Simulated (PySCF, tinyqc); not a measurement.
Worked calculation: CISD on RHF in the sto-3g basis, for H3+, spin multiplicity 1. The lowest restricted solution is unstable here: a spin-polarised one lies 0.0333 hartree lower (PySCF). One step of it, computed by the program tinyqc.

Question. CISD: determinants and Hamiltonian. Slater-Condon rules over spin orbitals, with the nuclear repulsion added and E(HF) subtracted on the diagonal.

one-electron integrals over orbitals h = C^T H C (hartree), lower triangle:
```
           1          2          3
1  -1.217961
2   0.000000  -0.990069
3  -0.084216   0.000000  -0.854282
```

Two-electron integrals over orbitals (pq|rs), unique and non-zero (hartree):
```
(11|11) 0.483303    (21|21) 0.151840    (22|11) 0.406000    (22|22) 0.482545
(31|11) 0.084216    (31|22) -0.069236   (31|31) 0.155482    (32|21) -0.151921
(32|32) 0.162638    (33|11) 0.494419    (33|22) 0.427711    (33|31) 0.079793
(33|33) 0.521893
```

nuclear repulsion = 0.90303278 hartree

Hartree-Fock energy = -1.04958572 hartree

Give: determinants; H - E(HF) between determinants.

Answer.

Occupation strings over the orbitals (2 doubly, a alpha, b beta, 0 empty; spin orbitals ordered 1a 1b 2a 2b ...): 200 ab0 a0b ba0 b0a 020 0ab 0ba 002

H - E(HF) between determinants (hartree), lower triangle:
```
        200      ab0      a0b      ba0     b0a     020      0ab     0ba
200  0.0000
ab0  0.0000   0.1506
a0b  0.0000   0.0000   0.3748
ba0  0.0000  -0.1518   0.0000   0.1506
b0a  0.0000   0.0000  -0.1555   0.0000  0.3748
020  0.1518   0.0000  -0.1519   0.0000  0.1519  0.4550
0ab  0.0000  -0.1519   0.0000   0.1535  0.0000  0.0000   0.5360
0ba  0.0000   0.1535   0.0000  -0.1519  0.0000  0.0000  -0.1626  0.5360
002  0.1555   0.0000  -0.0044   0.0000  0.0044  0.1626   0.0000  0.0000

        002
002  0.7659
```
